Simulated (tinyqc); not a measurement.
Raising U: Hubbard ring of 6 sites, mean field against exact. Computed by the program tinyqc. Collinear unrestricted mean field (the lowest of 40 random starts) against exact diagonalisation.

one-body matrix (hopping and site energies) (eV):
```
         1        2        3        4        5        6
1   0.2900  -1.6100   0.0000   0.0000   0.0000  -1.6100
2  -1.6100   0.2200  -1.6100   0.0000   0.0000   0.0000
3   0.0000  -1.6100   0.2400  -1.6100   0.0000   0.0000
4   0.0000   0.0000  -1.6100   0.0900  -1.6100   0.0000
5   0.0000   0.0000   0.0000  -1.6100   0.0600  -1.6100
6  -1.6100   0.0000   0.0000   0.0000  -1.6100   0.2200
```

electrons, up and down: 3  3

Exact and mean-field results (eV):

| U | U/t | E exact | E mean field | mean \|n_up - n_down\| | double occupancy, exact | first gap in the sector |
|---|---|---|---|---|---|---|
| 0.810 | 0.503 | -10.59028 | -10.54923 | 0.000 | 0.233 | 2.945 |
| 1.610 | 1.000 | -9.51161 | -9.34890 | 0.000 | 0.216 | 2.667 |
| 3.220 | 2.000 | -7.59205 | -6.93338 | 0.000 | 0.181 | 2.115 |
| 4.830 | 3.000 | -6.01964 | -4.76041 | 0.553 | 0.145 | 1.625 |
| 6.440 | 4.000 | -4.78784 | -3.44736 | 0.758 | 0.111 | 1.241 |
| 12.880 | 8.000 | -2.17769 | -1.25860 | 0.938 | 0.039 | 0.561 |
| 19.320 | 12.000 | -1.13383 | -0.47902 | 0.972 | 0.019 | 0.365 |
| 32.200 | 20.000 | -0.25255 | 0.15639 | 0.990 | 0.007 | 0.219 |

Estimate the missing row, U = 9.66.

Computed row:
```
U        U/t   E exact  E mean field  mean |n_up - n_down|  double occupancy, exact  first gap in the sector
9.660  6.000  -3.14458      -2.01594                 0.891                    0.064                    0.781
```

In absolute terms mean field is worst at U/t = 4.0, 1.340 eV too high: at small U it is nearly exact, and at large U it misses only exchange-scale energies. Its local moments set in at U/t = 3.0 of those listed, a broken symmetry that the exact state of a finite cluster with equal spins does not have. Relative to the exact energy its error is 0.4 % at the smallest U, 162 % at most and 162 % at the largest. The double occupancy falls from 0.233 to 0.007.
